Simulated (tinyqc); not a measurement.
From results back to parameters: band gaps under pressure and temperature from deformation potentials. Three cases, with inputs chosen for the exercise.

Problem. A gap falls from its value at 0 K by aV T^2/(T + bV). The falls at two temperatures are given.

Case 1.

Values chosen (out of a larger set: near those of InP, the X and L potentials typical of such crystals; not measured data): T12 = (150, 400) K (two temperatures).

falls at the two temperatures (meV): 26.308777  104.885764

Case 2.

Values chosen (out of a larger set: near those of GaAs, the X and L potentials typical of such crystals; not measured data): T12 = (100, 500) K (two temperatures).

falls at the two temperatures (meV): 18.305085  194.244604

Case 3.

Values chosen (out of a larger set: near those of InAs, the X and L potentials typical of such crystals; not measured data): T12 = (77, 400) K (two temperatures).

falls at the two temperatures (meV): 9.974671  92.819473

Find: T^2/fall; aV; bV.

Solution. T^2/fall = (T + bV)/aV is a straight line in T with slope 1/aV and intercept bV/aV.

Case 1.

T^2/fall (K^2/meV): 855.2  1525.5

aV = 0.373 meV/K
bV = 169 K

Case 2.

T^2/fall (K^2/meV): 546.3  1287.0

aV = 0.540 meV/K
bV = 195 K

Case 3.

T^2/fall (K^2/meV): 594.4  1723.8

aV = 0.286 meV/K
bV = 93 K

Computed by tinyqc, one run a case: `OMP_NUM_THREADS=1 python tinyqc.py N N+1 out.jsonl` with N = 1080959, 1081022, 1081131; one thread of a shared Intel(R) Xeon(R) Processor @ 2.30GHz, about 0.01 s a run at most.
